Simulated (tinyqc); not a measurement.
Precursor delivery and alloy composition in metal-organic vapour-phase epitaxy: one step, computed by the program tinyqc.

Carrier gas leaves each bubbler saturated. Group-III species cross a boundary layer and react at the surface; element 2 can also desorb. The film is (1)_(1-x) (2)_x V with a zinc-blende cell.

Task: Molar flows. Temperatures in kelvin are T(C) + 273.15. Vapour pressure p_v = 10^(a - b/T); precursor flow = carrier flow x p_v/(p_b - p_v); 1 sccm = 44.615 micromol/min; V/III = hydride flow over the sum of both; gas share x_g = F2/(F1 + F2).

Inputs (values chosen for the exercise, close to those used for AlGaAs from TMAl and TEGa):
```
quantity                                value  unit
source 1: a in log10(p/torr) = a - b/T   8.22     -
source 1: b                              2134     K
source 1: bath temperature                 19     C
source 1: carrier flow                     29  sccm
source 2: a                              8.08     -
source 2: b                              2162     K
source 2: bath temperature                 15     C
source 2: carrier flow                     12  sccm
bubbler pressure p_b                      600  torr
group-V hydride flow                       52  sccm
```

Give: vapour pressures; molar flows; V/III ratio; gas share x_g.

Result:

vapour pressures (torr): source 1 8.2325, source 2 3.7754

molar flows (micromol/min): F1 18.000, F2 3.3901

V/III ratio = 108.46

gas share x_g = 0.15849

The slope of F2 with the temperature of bath 2 is b ln(10)/T^2 x p_b/(p_b - p_v) = 6.0 % per kelvin. Caution: trimethylaluminium is largely a dimer in the vapour, which would double its metal flow; it is counted as a monomer here.
